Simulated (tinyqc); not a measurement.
Polytypes and stacking faults of a tetrahedral semiconductor in an axial Ising model with couplings up to third neighbours: one step, computed by the program tinyqc.

Each double layer has s = +1 or -1 for the sense of its stacking step; E per pair of atoms = E0 - sum_n J_n <s_i s_(i+n)>, n = 1, 2, 3. Hexagonality h = (1 - <s_i s_(i+1)>)/2.

Task: Electronic energy gained by the fault. The fault binds electrons in a two-dimensional band E_b below the conduction edge, g2 = m m0/(pi hbar^2) for one valley. With the Fermi level held by the bulk, eta = ln[n/N_c(T)], N_c(T) = N_c (T/300)^1.5, the grand potential falls by g2 (k_B T)^2 F1(x), x = eta + E_b/(k_B T), F1(x) = integral from 0 to infinity of ln(1 + exp(x - t)) dt; sheet density g2 k_B T ln(1 + e^x). Band bending by the trapped charge is left out, so the gain is an upper bound. Net fault energy = gamma of the single Shockley (31) fault less the electronic gain.

Inputs (values chosen for the exercise, for a model crystal):
```
quantity                                    value    unit
binding energy of the fault level E_b        0.18      eV
in-plane mass m                              0.25      m0
effective density of states N_c at 300 K  2.2e+19  1/cm^3
electron density n                        1.1e+16  1/cm^3
temperature T                                 450       K
```

Host polytype: 4H.

energy of the glide fault, single Shockley (31) = 36.58568 mJ/m^2

Constants: m_0 = 9.1093837015e-31 kg; hbar = 1.054571817e-34 J s; k_B = 1.380649e-23 J/K; k_B = 8.617333262e-05 eV/K.

Give: x; sheet density; electronic gain; net fault energy.

Result:

x = -3.5673

sheet density = 1.1275e+11 1/cm^2

electronic gain = 0.0070538 mJ/m^2

net fault energy = 36.579 mJ/m^2

The gain offsets 0.019 % of the fault energy.
